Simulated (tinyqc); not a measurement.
What each parameter does: inter-valley coupling by envelope functions against a chain of atomic planes.

Chain: E(phi) = e0 + 2 v cos(phi) + 2 u cos(2 phi), cos(phi0) = -v/(4u), e0 = 2u + v^2/(4u); plane j = 0, 1, ... has the potential V_j = dE x_j + F (j - 30) a/4 (1 MV/m = 1e-4 V/angstrom). There are 30 barrier planes a side; with y = j - 29.5, x_j = xb (f(y) + f(Nw - y)), f(y) = 1/(1 + exp(y/L)), plus any Ge added in the well. The valley splitting is the spacing of the two lowest levels. Envelope theory: F_j solves a one-valley chain with hopping -b and diagonal 2b + V_j, b = 4u sin^2(phi0), sum F_j^2 = 1; the valleys couple by Dv = sum_j F_j^2 V_j exp(-2 i phi0 j) and split by 2|Dv|.

Values chosen for the exercise (near those of the Delta valleys of silicon in a SiGe well; not measured data): a = 5.431 angstrom (lattice constant; planes lie a/4 apart); u = 0.595 eV (second-neighbour hopping); v = 0.652 eV (nearest hopping); Nw = 63 (planes in the well); L = 1.5 planes (interface width); xb = 0.29 (Ge fraction of the barriers); dE = 0.55 eV (offset per unit Ge fraction); F = 2 MV/m (field); js = 68 (plane j of a Ge spike (the well starts at j = 30)); xs = 0.13 (Ge fraction added on that plane).

Chain with the spike on plane js.

One parameter was then changed.

Results before and after:

| case | level (meV) | splitting (micro-eV) |
|---|---|---|
| base | 13.333 | 1830.7 |
| changed | 13.499 | 1985.6 |

Which of these changes was made? (a) F = 4 MV/m; (b) xs = 0.169; (c) Nw = 69; (d) L = 2 planes; (e) dE = 0.605 eV; (f) xb = 0.34; (g) js = 71.

Answer: (e) dE = 0.605 eV. Of the candidates, run in turn, only this one gives the changed row.

All candidates:

| case | level (meV) | splitting (micro-eV) |
|---|---|---|
| base | 13.333 | 1830.7 |
| Nw = 69 | 13.158 | 1910.1 |
| L = 2 planes | 13.745 | 1932.7 |
| xb = 0.34 | 13.504 | 1879.7 |
| dE = 0.605 eV | 13.499 | 1985.6 |
| F = 4 MV/m | 19.274 | 1081.7 |
| js = 71 | 13.115 | 1395.9 |
| xs = 0.169 | 13.506 | 2177.3 |

Run: tinyqc, `OMP_NUM_THREADS=1 python tinyqc.py 1451178 1451179 out.jsonl`; Intel(R) Xeon(R) Processor @ 2.30GHz, one thread, shared host; about 0.1 s of CPU time with all checks.
